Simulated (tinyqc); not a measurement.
UHF in the 3-21g basis, for H3+, spin multiplicity 1, step by step. One step of it, computed by the program tinyqc.

Problem. Iteration 69 (converged): orbitals. Diagonalise F' = X^T F X, C = X C', fill 1 alpha and 1 beta electrons from the bottom; D(s) = C_occ C_occ^T. Each column has its largest component positive (the first on a tie).

converged F(alpha) (hartree), order 1H 1s, 1H 2s, 2H 1s, 2H 2s, 3H 1s, 3H 2s:
```
[[-0.141026, -0.607170, -0.248459, -0.400812, -0.248014, -0.400490],
 [-0.607170, -0.639388, -0.400845, -0.551706, -0.400477, -0.551418],
 [-0.248459, -0.400845, -0.141092, -0.607278, -0.248260, -0.400700],
 [-0.400812, -0.551706, -0.607278, -0.639520, -0.400654, -0.551580],
 [-0.248014, -0.400477, -0.248260, -0.400654, -0.141026, -0.607120],
 [-0.400490, -0.551418, -0.400700, -0.551580, -0.607120, -0.639308]]
```

converged F(beta) (hartree), order 1H 1s, 1H 2s, 2H 1s, 2H 2s, 3H 1s, 3H 2s:
```
[[-0.141065, -0.607200, -0.248470, -0.400829, -0.248011, -0.400498],
 [-0.607200, -0.639411, -0.400855, -0.551718, -0.400461, -0.551415],
 [-0.248470, -0.400855, -0.141104, -0.607287, -0.248251, -0.400698],
 [-0.400829, -0.551718, -0.607287, -0.639528, -0.400635, -0.551571],
 [-0.248011, -0.400461, -0.248251, -0.400635, -0.140975, -0.607081],
 [-0.400498, -0.551415, -0.400698, -0.551571, -0.607081, -0.639277]]
```

X, order 1H 1s, 1H 2s, 2H 1s, 2H 2s, 3H 1s, 3H 2s:
```
[[1.247382, -0.499260, 0.035529, 0.011005, 0.035542, 0.011084],
 [-0.499260, 1.536966, 0.011031, -0.317554, 0.011062, -0.316975],
 [0.035529, 0.011031, 1.247386, -0.499284, 0.035535, 0.011067],
 [0.011005, -0.317554, -0.499284, 1.537202, 0.011019, -0.317286],
 [0.035542, 0.011062, 0.035535, 0.011019, 1.247378, -0.499240],
 [0.011084, -0.316975, 0.011067, -0.317286, -0.499240, 1.536763]]
```

Give: F' = X^T F X; orbital energies; coefficients C; F' = X^T F X; orbital energies; coefficients C; D(alpha) after iteration 69; D(beta) after iteration 69.

Solution.

F' = X^T F X (alpha) (hartree):
```
[[0.3491, -0.6157, -0.0411, -0.1148, -0.0408, -0.1146],
 [-0.6157, -0.0392, -0.1147, -0.1560, -0.1146, -0.1559],
 [-0.0411, -0.1147, 0.3491, -0.6158, -0.0409, -0.1147],
 [-0.1148, -0.1560, -0.6158, -0.0392, -0.1147, -0.1560],
 [-0.0408, -0.1146, -0.0409, -0.1147, 0.3491, -0.6157],
 [-0.1146, -0.1559, -0.1147, -0.1560, -0.6157, -0.0393]]
```

orbital energies (alpha) (hartree): [-0.9419, -0.2661, -0.2658, 0.7726, 0.7728, 0.8580]

coefficients C (alpha), order 1H 1s, 1H 2s, 2H 1s, 2H 2s, 3H 1s, 3H 2s:
```
[[0.2103, -0.1923, -0.1889, 0.7410, 0.7286, 0.7818],
 [0.2692, -0.6774, -0.6664, -0.8913, -0.8765, -0.5243],
 [0.2103, -0.0675, 0.2609, 0.2604, -1.0061, 0.7818],
 [0.2693, -0.2377, 0.9203, -0.3132, 1.2104, -0.5244],
 [0.2102, 0.2598, -0.0720, -1.0015, 0.2775, 0.7817],
 [0.2692, 0.9154, -0.2541, 1.2046, -0.3339, -0.5241]]
```

F' = X^T F X (beta) (hartree):
```
[[0.3491, -0.6157, -0.0411, -0.1148, -0.0408, -0.1146],
 [-0.6157, -0.0392, -0.1147, -0.1560, -0.1146, -0.1559],
 [-0.0411, -0.1147, 0.3491, -0.6158, -0.0409, -0.1147],
 [-0.1148, -0.1560, -0.6158, -0.0392, -0.1147, -0.1560],
 [-0.0408, -0.1146, -0.0409, -0.1147, 0.3491, -0.6157],
 [-0.1146, -0.1559, -0.1147, -0.1560, -0.6157, -0.0393]]
```

orbital energies (beta) (hartree): [-0.9419, -0.2661, -0.2658, 0.7726, 0.7728, 0.8580]

coefficients C (beta), order 1H 1s, 1H 2s, 2H 1s, 2H 2s, 3H 1s, 3H 2s:
```
[[0.2103, -0.1972, -0.1837, 0.7600, 0.7089, 0.7817],
 [0.2692, -0.6949, -0.6481, -0.9141, -0.8528, -0.5242],
 [0.2103, -0.0605, 0.2626, 0.2339, -1.0126, 0.7817],
 [0.2693, -0.2131, 0.9263, -0.2813, 1.2182, -0.5244],
 [0.2102, 0.2577, -0.0789, -0.9938, 0.3038, 0.7818],
 [0.2692, 0.9083, -0.2785, 1.1954, -0.3655, -0.5242]]
```

D(alpha) after iteration 69, order 1H 1s, 1H 2s, 2H 1s, 2H 2s, 3H 1s, 3H 2s:
```
[[0.0442, 0.0566, 0.0442, 0.0566, 0.0442, 0.0566],
 [0.0566, 0.0725, 0.0566, 0.0725, 0.0566, 0.0725],
 [0.0442, 0.0566, 0.0442, 0.0566, 0.0442, 0.0566],
 [0.0566, 0.0725, 0.0566, 0.0725, 0.0566, 0.0725],
 [0.0442, 0.0566, 0.0442, 0.0566, 0.0442, 0.0566],
 [0.0566, 0.0725, 0.0566, 0.0725, 0.0566, 0.0725]]
```

D(beta) after iteration 69, order 1H 1s, 1H 2s, 2H 1s, 2H 2s, 3H 1s, 3H 2s:
```
[[0.0442, 0.0566, 0.0442, 0.0566, 0.0442, 0.0566],
 [0.0566, 0.0725, 0.0566, 0.0725, 0.0566, 0.0725],
 [0.0442, 0.0566, 0.0442, 0.0566, 0.0442, 0.0566],
 [0.0566, 0.0725, 0.0566, 0.0725, 0.0566, 0.0725],
 [0.0442, 0.0566, 0.0442, 0.0566, 0.0442, 0.0566],
 [0.0566, 0.0725, 0.0566, 0.0725, 0.0566, 0.0724]]
```
